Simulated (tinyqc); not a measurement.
Defect, radiative and Auger recombination at equal electron and hole densities (ABC model): sweeps and comparisons. A value that a table varies takes the place of the one given here.

J/(e d) = Ae n + B n^2 + C n^3 with Ae = A + 4 S/w (four side walls, carriers spread evenly), e = 1.602176634e-19 C, lengths in cm; internal efficiency IQE = B n^2/(Ae n + B n^2 + C n^3); all injected carriers recombine in the layer.

Values chosen for the exercise (orders of magnitude like those quoted for GaN; not measured data):
- A = 25000000 1/s (defect rate)
- B = 2.6e-12 cm^3/s (radiative coefficient)
- C = 9.1e-32 cm^6/s (Auger coefficient)
- S = 0 cm/s (recombination velocity of the side walls)
- w = 190 micrometre (side of the square mesa)
- d = 3 nm (active thickness)
- S2 = 2800 cm/s (recombination velocity of the side walls in this comparison)
- J = 110 A/cm^2 (current density)

## Efficiency against current

The slope is d ln(B n^2)/d ln J = 2 (Ae + B n + C n^2)/(Ae + 2 B n + 3 C n^2).

Results:
```
J (A/cm^2)  n (1/cm^3)      IQE  slope  differential lifetime (ns)
0.070         5.79e+16  0.00599  1.988                        39.5
0.30          2.43e+17   0.0247  1.951                        38.0
1.0           7.69e+17   0.0739  1.855                        34.3
4.0           2.58e+18    0.207  1.607                        24.9
20            8.04e+18    0.404  1.226                        11.8
70            1.61e+19    0.463  1.008                        5.57
3.0e+02       3.16e+19    0.415  0.858                        2.17
1.0e+03       5.17e+19    0.334  0.787                       0.977
4.0e+03       8.76e+19    0.240  0.739                       0.389
2.0e+04       1.56e+20    0.153  0.707                       0.133
```

IQE peaks at 0.463 for J = 74.2 A/cm^2, where the slope passes 1. It is 0.00599 at the lowest current and 0.153 at the highest, a droop of 67 %. The slope runs from 1.99 to 0.71; its limits are 2 (defects alone), 1 (radiation alone) and 2/3 (Auger alone).

## Shrinking the mesa

S = S2; w takes the values listed.

Results:
```
w (micrometre)  Ae (1/s)  IQE_max  J at the peak (A/cm^2)  IQE at J
200             2.56e+07    0.460                    76.3     0.456
100             2.61e+07    0.457                    78.4     0.454
50              2.72e+07    0.452                    82.7     0.450
20              3.06e+07    0.438                    96.0     0.437
10              3.62e+07    0.417                     119     0.417
5               4.74e+07    0.385                     169     0.379
2               8.10e+07    0.324                     344     0.284
1               1.37e+08    0.269                     699     0.177
```

The walls equal the bulk defect rate at w = 4 S/A = 4.48 micrometre. From 200 to 1 micrometre the peak efficiency falls from 0.46 to 0.269 and moves to a current 9.17 times higher; at the fixed J the efficiency goes from 0.456 to 0.177. For large w diffusion to the walls, left out here, would limit the loss.

## Spreading the carriers over a thicker layer

d is multiplied by the factor listed, at the same J.

Results:
```
factor  n (1/cm^3)  defect  radiative   Auger
0.10      5.37e+19  0.0586      0.327   0.614
0.20      4.07e+19  0.0889      0.376   0.535
0.50      2.76e+19   0.151      0.432   0.417
1.0       2.01e+19   0.219      0.458   0.322
2.0       1.42e+19   0.311      0.460   0.229
5.0       8.52e+18   0.465      0.412   0.123
10        5.46e+18   0.597      0.339  0.0647
20        3.31e+18   0.723      0.249  0.0288
```

The best factor listed is 2 (IQE 0.4600); the optimum factor equals J/J_peak = 1.48, a layer of 4.45 nm, since only J/d matters and the peak value 0.463 does not depend on d. A thicker layer trades Auger loss (0.614 to 0.0288) for defect loss (0.0586 to 0.723).

## What moves the efficiency

IQE_max = Q/(Q + 2) with Q = B/sqrt(Ae C), reached at n = sqrt(Ae/C). Each row changes one parameter from the base and keeps the others.

Results:
```
case                 n (1/cm^3)     IQE  IQE_max  J at the peak (A/cm^2)
base                  2.009e+19  0.4584   0.4629                    74.2
A = 50000000 1/s      1.807e+19  0.3708   0.3787                     181
B = 3.9e-12 cm^3/s    1.817e+19  0.5628   0.5639                    91.3
C = 1.82e-31 cm^6/s   1.778e+19  0.3590   0.3787                    45.3
d = 6 nm              1.423e+19  0.4600   0.4629                     148
J = 330 A/cm^2        3.288e+19  0.4093   0.4629                    74.2
```

The largest shifts from the base row, up to three for each result and ties (the steps differ in size, so this ranks the rows, not the parameters). n (1/cm^3): J +1.28e+19, d -5.86e+18, C -2.31e+18. IQE: B +0.104, C -0.0993, A -0.0875. IQE_max: B +0.101, A -0.0842, C -0.0842; unchanged at the printed digits by d and J. J at the peak (A/cm^2): A +107, d +74.2, C -28.8; unchanged at the printed digits by J.

Computed by tinyqc, a small Python program: `OMP_NUM_THREADS=1 python tinyqc.py 1652492 1652493 out.jsonl` (the numbers bound the seed that draws the inputs); one thread of a shared host (Intel(R) Xeon(R) Processor @ 2.30GHz), about 0.01 s for the whole set of steps.
